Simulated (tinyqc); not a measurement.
Resistance of a tapered via with liner, size effect and interface: two steps of the calculation.

A round via whose diameter grows from db at the bottom as D(z) = db + 2 z/tan(ang). The fill, of diameter D - 2 tl, starts above the bottom liner (thickness fb tl) and has rho = rho0 (1 + ks lam/(D - 2 tl)); the sidewall liner conducts in parallel with it. The bottom liner and the interface are crossed over the full area pi db^2/4. Spreading in the lines above and below is left out.

Parameters, values chosen for the exercise; fill metal close to ruthenium: diameter at the bottom db = 12 nm; height hv = 46 nm; sidewall angle ang = 85 degrees; bulk resistivity of the fill rho0 = 7.71 uohm cm; mean free path of the fill lam = 6.69 nm; size-effect factor ks = 1; liner on the sidewall tl = 0.4 nm; liner at the bottom over that on the sidewall fb = 0.5; resistivity of the liner rl = 410 uohm cm; interface resistivity at the bottom ri = 7.6e-13 ohm cm^2; ballistic conductance per area, about 3/(4 rho0 lam) Sb = 1.5e15 S/m^2.

Question 1. Slices of the via. Slices between z0 = fb tl and hv, evaluated at their midpoints: conductance per length pi/4 [(D - 2 tl)^2/rho + (D^2 - (D - 2 tl)^2)/rl], slice resistance = slice height over that. 9 slices.

Wanted: z; D; rho; slice resistance.

Answer 1.

z, slice 0 to 8 (nm): [2.7444, 7.8333, 12.922, 18.011, 23.100, 28.189, 33.278, 38.367, 43.456]
D, slice 0 to 8 (nm): [12.480, 13.371, 14.261, 15.152, 16.042, 16.932, 17.823, 18.713, 19.604]
rho, slice 0 to 8 (uohm cm): [12.126, 11.813, 11.542, 11.304, 11.094, 10.907, 10.740, 10.589, 10.453]
slice resistance, slice 0 to 8 (ohm): [5.7350, 4.8255, 4.1129, 3.5449, 3.0852, 2.7082, 2.3954, 2.1332, 1.9113]

Question 2. Total resistance. R_fill = sum of the slices; R_bottom = rl fb tl/(pi db^2/4); R_interface = ri/(pi db^2/4); ballistic (Sharvin) limit 1/(Sb pi (db - 2 tl)^2/4); ideal cylinder rho0 hv/(pi db^2/4).

slice resistance, slice 0 to 8 (ohm): [5.7349971, 4.8255239, 4.1129281, 3.5448657, 3.0851570, 2.7081837, 2.3954162, 2.1331980, 1.9112933]

Give: parts; R; shares; ballistic limit; ideal cylinder.

Answer 2.

parts (ohm): fill 30.45, bottom liner 7.250, interface 0.6720
R = 38.37 ohm
shares (%): fill 79.35, bottom liner 18.89, interface 1.75
ballistic limit = 6.767 ohm
ideal cylinder = 31.36 ohm

The fill is the largest part, and R is 1.22 times the ideal cylinder. With 2000 slices R = 38.415 ohm.

Program tinyqc, `OMP_NUM_THREADS=1 python tinyqc.py 2750111 2750112 out.jsonl`; Intel Xeon 2.30GHz, shared host, one thread, about 0.01 s.
